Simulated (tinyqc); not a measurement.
# Specific resistance of a metal-semiconductor contact and its transmission-line measurement, step by step

A worked calculation. Computed by tinyqc, a small Python program that keeps every step. Command: `OMP_NUM_THREADS=1 python tinyqc.py 3013140 3013141 out.jsonl contact walk`. One thread of a shared host (Intel(R) Xeon(R) Processor @ 2.30GHz), about 0.01 s of CPU time with the checks. Intermediate numbers are printed to about 5 digits and carried at full precision; extremes and crossings named in words are read from the listed rows.

The barrier is parabolic (depletion approximation), energies E are normal energies counted from the band edge in the neutral semiconductor (downwards for holes), and the bias is zero. xi is an input, held fixed when other inputs move.

Inputs (values chosen for the exercise, modelled on n-type GaN): tunnelling mass m = 0.21 m_0; permittivity eps = 9.7; Richardson constant A* = 26 A/(cm^2 K^2); barrier height phi_B = 0.56 eV; doping N = 2.3e+20 1/cm^3; Fermi level above the band edge in the bulk, xi = 0.62 eV; temperature T = 200 K; sheet resistance R_sh = 41 ohm; contact length d = 3.7 micrometre; contact width W = 1.3 micrometre.

Image-force lowering: included.

Constants: hbar = 1.054571817e-34 J s; eps_0 = 8.8541878128e-12 F/m; m_0 = 9.1093837015e-31 kg; k_B = 8.617333262e-05 eV/K; e = 1.602176634e-19 C.

## Tunnelling energy and barrier

E_00 = (e hbar/2) sqrt(N/(eps eps_0 m)); band bending E_b = phi_B + xi; depletion width w = sqrt(2 eps eps_0 E_b/(e^2 N)). Image lowering d_phi = (e^3 N E_b/(8 pi^2 (eps eps_0)^3))^(1/4) (E_b in volts), and E_b - d_phi replaces E_b everywhere except in w.

E_00 = 197.29 meV

E_00/k_B T = 11.447

depletion width = 2.3453 nm

barrier used, above the bulk band edge = 0.79350 eV

By the usual rule this is field emission (E_00 > 5 k_B T).

## Transmission and supply

WKB transmission for E < E_b, with a = E/E_b: D = exp{-(E_b/E_00) [sqrt(1 - a) - a ln((1 + sqrt(1 - a))/sqrt(a))]}; D = 1 above. f = 1/(1 + exp((E - xi)/k_B T)).

E, D, f and D f at E/E_b = 0.05, 0.15, 0.3, 0.45, 0.6, 0.75, 0.9, 0.98:
```
E/E_b   E (eV)        D           f         D f
0.05   0.03968  0.03074  1.0000e+00  3.0740e-02
0.15   0.11903  0.06446  1.0000e+00  6.4458e-02
0.30   0.23805  0.14880  1.0000e+00  1.4880e-01
0.45   0.35708  0.28478  1.0000e+00  2.8478e-01
0.60   0.47610  0.47487  9.9976e-01  4.7476e-01
0.75   0.59513  0.70186  8.0895e-01  5.6777e-01
0.90   0.71415  0.91707  4.2232e-03  3.8730e-03
0.98   0.77763  0.99241  1.0661e-04  1.0580e-04
```

Among these points D f is largest at E/E_b = 0.75; for a non-degenerate tail the peak lies at E/E_b = 1/cosh^2(E_00/k_B T) = 0.000, but it cannot fall far below the Fermi level.

## Specific contact resistance

At zero bias 1/rho_c = (e A*/k_B^2) int D(E) f(E) dE, f = 1/(1 + exp((E - xi)/k_B T)); 200 Gauss-Legendre points from 0 to E_b, and k_B T ln(1 + exp((xi - E_b)/k_B T)) for the part above the barrier; the share of tunnelling is the part below.

specific contact resistance rho_c = 1.6258e-09 ohm cm^2

share of tunnelling = 100.000 %

rho_c by thermionic emission alone = 3.9033e-04 ohm cm^2

Tunnelling lowers rho_c by a factor 240000. The field-emission exponent (E_b - xi)/E_00 is 0.9, the thermionic one (E_b - xi)/k_B T is 10.1.

## Current crowding

Transmission-line model: transfer length L_T = sqrt(rho_c/R_sh); R_c = (R_sh L_T/W) coth(d/L_T). Limits: rho_c/(W d) for d << L_T, sqrt(rho_c R_sh)/W for d >> L_T.

transfer length L_T = 0.062972 micrometre

d/L_T = 58.757

contact resistance R_c = 1.9860 ohm

R_c W = 2.5818 ohm micrometre

short-contact limit = 0.033801 ohm

long-contact limit = 1.9860 ohm

The contact is long: current crowds at the front edge, and more length does not help.

## A transmission-line measurement read back

Transmission-line model: transfer length L_T = sqrt(rho_c/R_sh); R_c = (R_sh L_T/W) coth(d/L_T). Two contacts a gap s apart give R = 2 R_c + R_sh s/W. A straight-line fit gives R_sh from the slope and R_c from the intercept; the simple reading takes L_x = R_c W/R_sh as the transfer length and rho_c = R_sh L_x^2.

Resistances:
```
gap s (micrometre)  R (ohm)
0.063                 5.959
0.130                 8.072
0.250                11.857
0.500                19.741
1.000                35.511
```

L_x = 0.062972 micrometre

rho_c by the simple reading = 1.6258e-09 ohm cm^2

simple reading over true value = 1.00000

The simple reading is right, since coth(d/L_T) is 1 for so long a contact.

Checks made by the program: closed WKB exponent against numerical integration over the parabolic barrier (relative difference below 1e-10).
